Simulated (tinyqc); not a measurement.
Carrier lifetime of a p-type layer with SRH, radiative, Auger and surface recombination: one step of the calculation.

Uniform excess density dn = dp (no trapping), n = n0 + dn, p = p0 + dn, Boltzmann statistics, full ionisation. Surfaces enter as a rate 2 S dn/d, which holds while diffusion to them is fast.

Question. Equilibrium densities and SRH constants. ni = sqrt(Nc Nv) exp(-Eg/(2 Vt)), Eg in volts; majority density N/2 + sqrt(N^2/4 + ni^2), n0 p0 = ni^2; n1 = Nc exp(-Et/Vt), p1 = Nv exp((Et - Eg)/Vt); tn0 = 1/(sn vth Nt), tp0 = 1/(sp vth Nt).

Inputs (values chosen for the exercise); band and dielectric values those of a made-up semiconductor: temperature T = 300 K; band gap Eg = 0.937 eV; conduction-band density of states at T Nc = 3.15e19 cm^-3; valence-band density of states at T Nv = 3.22e19 cm^-3; acceptor density N = 9.7e14 cm^-3; trap density Nt = 7.7e10 cm^-3; capture cross-section for electrons sn = 3e-17 cm^2; capture cross-section for holes sp = 8e-16 cm^2; thermal velocity (both carriers) vth = 2e7 cm/s; trap level below the conduction band Et = 0.34 eV.

Constants: q = 1.602176634e-19 C, kB = 1.380649e-23 J/K, Vt = kB T/q. Results are converted to the units shown.

Find: ni; n0; p0; n1; p1; tn0; tp0.

Answer.

ni = 4.292e11 cm^-3
n0 = 1.899e8 cm^-3
p0 = 9.700e14 cm^-3
n1 = 6.117e13 cm^-3
p1 = 3.011e9 cm^-3
tn0 = 0.02165 s
tp0 = 8.117e-4 s

Numbers from tinyqc (`OMP_NUM_THREADS=1 python tinyqc.py 2300046 2300047 out.jsonl`; about 0.01 s on one thread of a shared Intel Xeon 2.30GHz).
